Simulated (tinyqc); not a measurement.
What moves the results: Slater-Koster d bands of an fcc metal. A value that a table varies takes the place of the one given here.

Slater-Koster d bands. For a bond with direction cosines (l, m, n) the 5 x 5 block is dds Ps + ddp Pp + ddd (1 - Ps - Pp), the projectors on sigma, pi and delta states about the bond; for instance <xy|xy> = 3 l^2 m^2 dds + (l^2 + m^2 - 4 l^2 m^2) ddp + (n^2 + l^2 m^2) ddd, <xy|yz> = 3 l m^2 n dds + l n (1 - 4 m^2) ddp + l n (m^2 - 1) ddd and <3z2-r2|3z2-r2> = (n^2 - (l^2 + m^2)/2)^2 dds + 3 n^2 (l^2 + m^2) ddp + (3/4)(l^2 + m^2)^2 ddd. H(k) sums the blocks times cos(k.R) over the neighbours; the d level is the zero of energy; k in 2 pi/a.

Neighbours: twelve at (a/2)(1,1,0) and equivalents.

Mesh: k = f1 b1 + f2 b2 + f3 b3 with fractions (j + 1/2)/N, j = 0 to N - 1, and b = (-1,1,1), (1,-1,1), (1,1,-1) for fcc, (0,1,1), (1,0,1), (1,1,0) for bcc, unit vectors for simple cubic. The lowest Nd/10 of all levels are filled with two electrons each; the bond energy is their sum per atom.

Values chosen for the exercise (of the size met in Co; the results hold for these values, not for the real material): dds = -0.544 eV (dd sigma); ddp = 0.31 eV (dd pi); ddd = -0.098 eV (dd delta); N = 8 (mesh); f2 = 0.487 (factor for second neighbours in bcc).

## Band filling: full bands against the rectangular model

W = sqrt(12 mu2) with mu2 the mean square level on the mesh; rectangular model: Fermi level W (Nd/10 - 1/2), bond energy -W Nd (10 - Nd)/20. The Fermi level of the mesh is the highest filled level.

Per atom (eV):
```
Nd  EF, bands  bond energy, bands  EF, rectangle  bond energy, rectangle
1      -1.468              -1.784         -1.529                  -1.720
2      -1.195              -3.106         -1.147                  -3.058
3      -0.785              -4.088         -0.765                  -4.014
4      -0.374              -4.692         -0.382                  -4.587
5       0.068              -4.840          0.000                  -4.778
6       0.545              -4.545          0.382                  -4.587
7       0.818              -3.859          0.765                  -4.014
8       1.111              -2.883          1.147                  -3.058
9       1.439              -1.585          1.529                  -1.720
```

W = 3.823 eV
full width on the mesh = 4.300 eV

The bond energy is deepest at Nd = 5 (-4.840 eV); the rectangle has its minimum at 5. The two differ most at Nd = 8, by 0.175 eV or 4 % of the deepest value: the second moment fixes the parabola, and higher moments the rest. At Nd = 3 and 7 the bands give -4.088 and -3.859 eV, a skew towards less than half filling.

## Which lattice a d-band metal prefers

fcc has twelve neighbours, bcc eight and six (the six times f2), simple cubic six. The integrals of bcc and sc are scaled so that all three have the second moment of fcc, which stands for equal repulsion (structural energy difference theorem). s and p electrons are left out.

Bond energy per atom:
```
Nd  fcc (eV)  bcc - fcc (meV)  sc - fcc (meV)
1     -1.784              121             -90
2     -3.106               87             -25
3     -4.088              -54             153
4     -4.692             -210             332
5     -4.840              -42             324
6     -4.545              177             185
7     -3.859              194             -76
8     -2.883              108            -248
9     -1.585              -69            -289
```

scale factors: bcc 1.1285, sc 1.4142

mu3/mu2^1.5: fcc -0.154, bcc -0.151, sc 0.000

mu4/mu2^2: fcc 1.787, bcc 1.669, sc 2.383

largest change of a difference when N is raised to 14 = 20 meV

fcc is lowest for Nd = 6. bcc is lowest for Nd = 3, 4 and 5. sc is lowest for Nd = 1, 2, 7, 8 and 9. bcc gains most on fcc at Nd = 4 (-210 meV). A small fourth moment marks a two-peaked band, which tends to favour fillings near one half; bcc has -7 % against fcc, and at Nd = 5 it lies -42 meV from fcc (differences of a few tens of meV are within the error of the mesh; hcp is left out, and this d-only model can miss the lattice of the real metal). The third moments, from three-membered rings, skew the bands. That simple cubic wins anywhere comes from keeping d bands and equal second moments alone; no transition metal takes it. Differences below about 20 meV are within the error of this mesh, and the s and p electrons left out weigh most where the d band is nearly empty or full.

## What each integral does

Levels at Gamma, E(t2g) = 3 dds + 4 ddp + 5 ddd, E(eg) = 1.5 dds + 6 ddp + 4.5 ddd, and W = sqrt(12 mu2), the width of a rectangular band with the same second moment mu2 = z (dds^2 + 2 ddp^2 + 2 ddd^2)/5, z = 12. Each row changes one parameter from the base and keeps the others.

Results:
```
case              t2g (eV)  eg (eV)  W (eV)
base               -0.8820   0.6030  3.8225
dds = -0.6256 eV   -1.1268   0.4806  4.1666
ddp = 0.3565 eV    -0.6960   0.8820  4.0493
ddd = -0.1127 eV   -0.9555   0.5369  3.8458
```

The largest shifts from the base row, up to three for each result and ties (the steps differ in size, so this ranks the rows, not the parameters). t2g (eV): dds -0.2448, ddp +0.1860, ddd -0.0735. eg (eV): ddp +0.2790, dds -0.1224, ddd -0.0661. W (eV): dds +0.3441, ddp +0.2268, ddd +0.0233. The ratio of the shifts of t2g and eg names the integral: 3 : 1.5 for dds, 4 : 6 for ddp, 5 : 4.5 for ddd.

Computed by tinyqc, a small Python program: `OMP_NUM_THREADS=1 python tinyqc.py 1480910 1480911 out.jsonl` (the numbers bound the seed that draws the inputs); one thread of a shared host (Intel(R) Xeon(R) Processor @ 2.30GHz), about 0.06 s for the whole set of steps.
